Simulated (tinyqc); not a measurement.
Heterojunction of two tight-binding chains, step by step. Values are carried at full precision from step to step, so a last printed digit may differ when a step is redone from the rounded ones.

Left chain: hopping -t1, sites at 2 t1 (band bottom 0). Right chain: hopping -t2, sites at dE + 2 t2 (bottom dE). t = c/(m a^2), c = hbar^2/2m0. The bond across the interface is -tc with tc = f sqrt(t1 t2), and the last left site has the extra energy U. In a chain E = bottom + 2t (1 - cos(ka)); the surface Green function of a half chain is g = -exp(ika)/t, with Im k > 0 where cos(ka) > 1.

Constants: hbar^2/2m0 = 3.80998211 eV angstrom^2.

Inputs chosen for the exercise (masses and offset of the size met at InGaAs / InP; the results hold for these values, not for the real material): a = 3 angstrom (site spacing); m1 = 0.044 m0 (mass on the left); m2 = 0.086 m0 (mass on the right); f = 1 (factor on the interface hopping); dE = 0.22 eV (band offset); E = 0.231 eV (electron energy); U = 0 eV (extra energy on the last left site).

## Hoppings

Form t1, t2 and tc.

t1 = 9.62117 eV
t2 = 4.92246 eV
tc = 6.88184 eV

## Wave numbers and velocities

The left chain has hopping t1 and band bottom 0, the right one t2 and dE. cos(ka) = 1 - (E - bottom)/(2t); dE/dk = 2 t a sin(ka).

ka (rad): left 0.155106, right 0.047277

dE/dk (eV angstrom): left 8.9179, right 1.3958

## Self-energies on the last left site

Hoppings t1 (left), t2 (right), tc (interface); g is the surface Green function of a half chain. The rest of the left chain gives S1 = t1^2 g1 = -t1 exp(i k1 a); the right chain gives S2 = tc^2 g2 = -(tc^2/t2) exp(i k2 a).

S1 = -9.50567-1.48632i eV
S2 = -9.61042-0.45469i eV

## Transmission

The last site of the left chain has energy 2 t1 + U, and S1, S2 are the self-energies of the two half chains on it. G = 1/(E - 2 t1 - U - S1 - S2); T = 4 Im(S1) Im(S2) |G|^2.

G = 0.0277-0.5137i 1/eV
T = 0.7154

A fraction 0.2846 is reflected although the electron lies above the step.

## Checks

- T from the Green function against 1 - |r|^2 from matching plane waves: both 0.715430.

tinyqc: `OMP_NUM_THREADS=1 python tinyqc.py 1451551 1451552 out.jsonl`; about 0.01 s, one thread, shared Intel(R) Xeon(R) Processor @ 2.30GHz.
